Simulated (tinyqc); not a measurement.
# Thermal resistances of a two-die stack

Inverse problem. Heat leaves through the lower die only, and the system is linear. Find the resistance R1 from the lower die to the coolant, R2 between the dies, and the rise of the upper die when both are powered.

Values chosen for this exercise: power of the lower die P1 = 27 W; power of the upper die P2 = 8.8 W.

rises of the lower and upper die with only the lower one powered (K): [13.23, 13.23]
rises of the lower and upper die with only the upper one powered (K): [4.312, 7.304]

Answer. With only the lower die powered no heat crosses R2, so both dies rise by P1 R1; the difference in the second test is P2 R2; rises add.

R1 = 0.490 K/W
R2 = 0.340 K/W
rise of the upper die = 20.5 K

tinyqc, about 0.02 s, one thread, Intel Xeon 2.30GHz (shared host): `OMP_NUM_THREADS=1 python tinyqc.py 2162004 2162005 out.jsonl`
